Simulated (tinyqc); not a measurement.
# Worked calculation: thermoelectric coefficients of one resonant level, Landauer integrals

Numbers from tinyqc (`OMP_NUM_THREADS=1 python tinyqc.py 2800040 2800041 out.jsonl`; about 0.02 s on one thread of a shared Intel Xeon 2.30GHz). Printed values are rounded.

Transmission X(x) = (g/2)^2/[(x - y)^2 + (g/2)^2] with x = (E - EF)/kB T, two spin channels. I_k = int X x^k w dx over all x, w = 1/(4 cosh^2(x/2)).

Inputs (values chosen for the exercise):
```
symbol  value  unit                                                meaning
T         300     K                                            temperature
g         4.8                            full width of the level over kB T
y         3.1                                level position (E0 - EF)/kB T
kp       0.29        phonon heat conductance in units of pi^2 kB^2 T/(3 h)
xm         12                                       half-range of the grid
nE         21                                           points of the grid
```

Constants: q = 1.602176634e-19 C, kB = 1.380649e-23 J/K, h = 6.62607015e-34 J s. Results are converted to the units shown.

## The three integrals on a coarse grid

Simpson's rule on nE equally spaced points from -xm to xm.

| point | x | X | w |
|---|---|---|---|
| 0 | -12.00000 | 0.02463960 | 6.144137e-6 |
| 1 | -10.80000 | 0.02894909 | 2.039867e-5 |
| 2 | -9.60000 | 0.03448069 | 6.771956e-5 |
| 3 | -8.40000 | 0.04173611 | 2.247662e-4 |
| 4 | -7.20000 | 0.05149754 | 7.454723e-4 |
| 5 | -6.00000 | 0.06503331 | 0.002466509 |
| 6 | -4.80000 | 0.08449465 | 0.008095944 |
| 7 | -3.60000 | 0.1137216 | 0.02588959 |
| 8 | -2.40000 | 0.1599556 | 0.07625500 |
| 9 | -1.20000 | 0.2375258 | 0.1778944 |
| 10 | 0.00000 | 0.3747560 | 0.25 |
| 11 | 1.20000 | 0.6147279 | 0.1778944 |
| 12 | 2.40000 | 0.9216 | 0.07625500 |
| 13 | 3.60000 | 0.9584027 | 0.02588959 |
| 14 | 4.80000 | 0.6658960 | 0.008095944 |
| 15 | 6.00000 | 0.4064926 | 0.002466509 |
| 16 | 7.20000 | 0.2552060 | 7.454723e-4 |
| 17 | 8.40000 | 0.1701625 | 2.247662e-4 |
| 18 | 9.60000 | 0.1199750 | 6.771956e-5 |
| 19 | 10.80000 | 0.08854727 | 2.039867e-5 |
| 20 | 12.00000 | 0.06778863 | 6.144137e-6 |

I_0, I_1, I_2 on this grid: [0.4349118, 0.3938000, 1.499996]

Converged values are 0.43567, 0.39324 and 1.5019; the grid is 0.17 % below the first and 0.12 % below the last.

## Coefficients

converged I_0, I_1, I_2: [0.4356698, 0.3932416, 1.501853]

G = (2 q^2/h) I_0, S = -(kB/q) I_1/I_0, L/L0 = [I_2/I_0 - (I_1/I_0)^2]/(pi^2/3), K_e = (2 kB^2 T/h)(I_2 - I_1^2/I_0), ZT = G S^2 T/(K_e + K_ph), K_ph = kp pi^2 kB^2 T/(3 h).

G = 33.75610 uS
S = -77.78123 uV/K
L/L0 = 0.8001886
K_e = 197.9658 pW/K
ZT = 0.2185707
ZT without phonons = 0.3094803

The level lies above EF, so S is negative (electron-like). A level of zero width would give -(kB/q) y = -267 uV/K; S is 0.29 times that in size.

## Two limits for S

Narrow level: S = -(kB/q) y. Mott formula: S = -(pi^2/3)(kB/q) d ln X/dx at x = 0 = -(pi^2/3)(kB/q) 2 y/[y^2 + (g/2)^2].

narrow-level S = -267.1373 uV/K
Mott S = -114.3587 uV/K

The integrals give -77.8 uV/K; the Mott value is 47 % above that in size.
